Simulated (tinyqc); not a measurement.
Hot carriers by balance equations with a heated Maxwellian: one step, computed by the program tinyqc. Command: `OMP_NUM_THREADS=1 python tinyqc.py 3009904 3009905 out.jsonl hot walk`. One thread of a shared host (Intel(R) Xeon(R) Processor @ 2.30GHz), about 0.01 s of CPU time with the checks.

The carriers follow a Maxwellian at an electron temperature T_e, slightly displaced; the drift energy is neglected against k_B T_e. The balance averages the rate, not the time, so mu_0 lies below the relaxation-time value.

Problem. Equilibrium values. Parabolic band: E = hbar^2 k^2/(2 m), speed v = hbar k/m, states per spin, volume and energy g(E) = m k/(2 pi^2 hbar^2). Masses are multiplied by m_0 and all formulas are in SI units. Phonon occupation N_q = 1/(exp(hbar w/(k_B T)) - 1). Acoustic deformation potential (elastic, equipartition, absorption and emission together): 1/tau = 2 pi k_B T D_A^2 g(E)/(hbar rho v_l^2). Optical or intervalley deformation potential: 1/tau = (pi Z_f D_o^2/(rho w)) [N_q g(E + hbar w) + (N_q + 1) g(E - hbar w)], with g = 0 below the band edge. Averages over the Maxwellian, <y> = int y x^(1/2) exp(-x) dx / int x^(1/2) exp(-x) dx with x = E/(k_B T_e), split at x_0 = hbar w/(k_B T_e): 64 Gauss-Legendre points in sqrt(x) below it and 128 in sqrt(x - x_0) above it, up to x = 32. Momentum balance: mu(T_e) = e/(m nu), nu = <x (sum of rates)>/<x>. Power lost per carrier: P(T_e) = hbar w <emission rate - absorption rate> + <(2 m v_l^2/(k_B T)) (E - 2 k_B T) acoustic rate>. Energy relaxation time at weak heating: tau_E = (3/2) k_B / (dP/dT_e), the derivative by a central difference of +/- 0.5 K at T_e = T.

Inputs (values chosen for the exercise, for a model non-polar semiconductor): effective mass m = 0.279 m_0; density rho = 3090 kg/m^3; sound velocity v_l = 7810 m/s; acoustic deformation potential D_A = 11 eV; phonon energy hbar w = 87 meV; optical or intervalley deformation potential D_o = 9.3 1e8 eV/cm; final valleys Z_f = 2; lattice temperature T = 300 K.

Band: parabolic. Solver: damped fixed point.

Constants: k_B = 8.617333262e-05 eV/K; k_B = 1.380649e-23 J/K; e = 1.602176634e-19 C; hbar = 1.054571817e-34 J s; m_0 = 9.1093837015e-31 kg; hbar = 6.582119569e-16 eV s.

Give: low-field mobility mu_0; energy relaxation time tau_E.

Solution.

low-field mobility mu_0 = 1713 cm^2/(V s)

energy relaxation time tau_E = 0.9603 ps

tau_E is 3.53 times the momentum relaxation time m mu_0/e: energy is lost more slowly than direction, which is why carriers heat.
